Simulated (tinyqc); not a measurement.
What moves the results: Fermi-Dirac statistics of conduction electrons. A value that a table varies takes the place of the one given here.

Non-parabolic band E (1 + alpha E) = c k^2/m: n = Nc (2/sqrt(pi)) integral_0^infinity sqrt(x (1 + a x)) (1 + 2 a x) dx/(1 + exp(x - eta)) with a = alpha kT and eta = (EF - Ec)/kT; a = 0 gives n = Nc F_1/2(eta).

Constants: hbar^2/2m0 = 3.80998211 eV angstrom^2; kB = 8.617333262e-05 eV/K.

Parameters, chosen for this exercise (near those of InAs, lowest valleys alone; shifted at random, so the results belong to these values and not to a real crystal):

| symbol | value | unit | meaning |
|---|---|---|---|
| m | 0.0266 | m0 | density-of-states mass of the conduction band |
| T | 300 | K |  |
| alpha | 2.7 | 1/eV | non-parabolicity |
| n | 9.8e+16 | 1/cm^3 | electron density |

## Parabolic against non-parabolic filling

N = 2 (m kB T/(4 pi c))^(3/2) with c = hbar^2/2m0, in 1/angstrom^3; times 1e24 for 1/cm^3. k_F = (3 pi^2 n)^(1/3) and the energy E0 that solves E (1 + alpha E) = c k_F^2/m give the limit of zero temperature.

EF - Ec (meV):

| n (1/cm^3) | parabolic | non-parabolic | non-parabolic, 0 K |
|---|---|---|---|
| 1.0e+16 | -60.9 | -67.5 | 6.3 |
| 4.0e+16 | -22.5 | -29.9 | 15.4 |
| 2.0e+17 | 32.1 | 20.3 | 42.1 |
| 5.0e+17 | 79.0 | 58.2 | 72.3 |
| 2.0e+18 | 215.0 | 145.8 | 153.8 |
| 5.0e+18 | 399.5 | 236.6 | 242.3 |

Non-parabolicity lowers EF by 6.6 meV at the lowest density and by 162.9 meV at the highest, where alpha (EF - Ec) = 0.64. Temperature lowers EF below its 0 K value by 73.7 meV at the lowest density and by 5.8 meV at the highest. EF enters the band between 4e+16 and 2e+17 1/cm^3.

## What moves the Fermi level

N = 2 (m kB T/(4 pi c))^(3/2) with c = hbar^2/2m0, in 1/angstrom^3; times 1e24 for 1/cm^3. Each row changes one parameter from the base and keeps the others.

Results:

| case | parabolic EF - Ec (meV) | non-parabolic EF - Ec (meV) |
|---|---|---|
| base | 5.41 | -3.51 |
| m = 0.0239 m0 | 10.95 | 1.57 |
| T = 275 K | 9.07 | 1.18 |
| n = 1.96e+17 1/cm^3 | 31.26 | 19.60 |
| alpha = 4.05 1/eV | 5.41 | -7.21 |

The largest shifts from the base row, up to three for each result and ties (the steps differ in size, so this ranks the rows, not the parameters). parabolic EF - Ec (meV): n +25.85, m +5.55, T +3.67; unchanged at the printed digits by alpha. non-parabolic EF - Ec (meV): n +23.11, m +5.08, T +4.69.

Program tinyqc; command `OMP_NUM_THREADS=1 python tinyqc.py 1680665 1680666 out.jsonl`; about 0.01 s on one thread of a shared Intel(R) Xeon(R) Processor @ 2.30GHz.
